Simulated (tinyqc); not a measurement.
Deep-level transient spectroscopy (DLTS) of one majority-carrier trap: one step, computed by the program tinyqc.

A filling pulse loads the traps in a one-sided junction; under reverse bias they empty at the rate e, and the capacitance relaxes as C(t) = C_0 - dC exp(-e t). The signal is S = [C(t_2) - C(t_1)]/dC.

Problem. Peak temperature and width. e = g sigma v N_b exp(-E/k_B T), v = sqrt(3 k_B T/m), N_b = 2 M (2 pi m k_B T/h^2)^(3/2), sigma = sigma_0, E = E_t. S(e) = exp(-e t_1) - exp(-e t_2) peaks at the rate window e_0 = ln(t_2/t_1)/(t_2 - t_1). T_p solves e(T) = e_0 (bisection between 15 and 1500 K); the half-height points solve S = S_max/2 on either side.

Inputs (values chosen for the exercise, for a model semiconductor):
```
quantity,value,unit
density-of-states mass m,0.258,m_0
valleys M,1,-
trap depth E_t,0.941,eV
cross-section sigma_0,3.8e-16,cm^2
degeneracy ratio g,2,-
gate time t_1,0.0004,s
ratio t_2/t_1,10,-
temperature T,489,K
```

Carriers: electrons. Extra term: none.

rate window e_0 = 639.6070 1/s

peak height S_max = 0.6968373

Constants: k_B = 8.617333262e-05 eV/K; k_B = 1.380649e-23 J/K; m_0 = 9.1093837015e-31 kg; h = 6.62607015e-34 J s.

Give: peak temperature T_p; lower half-height point; upper half-height point; full width.

Solution.

peak temperature T_p = 558.38 K

lower half-height point = 519.28 K

upper half-height point = 597.51 K

full width = 78.235 K

The width is 14.0 % of T_p, and E_t is 19.6 k_B T_p. Caution: the peak lies above 550 K, where the change of gap and level with temperature, left out here, and leakage of the diode matter.
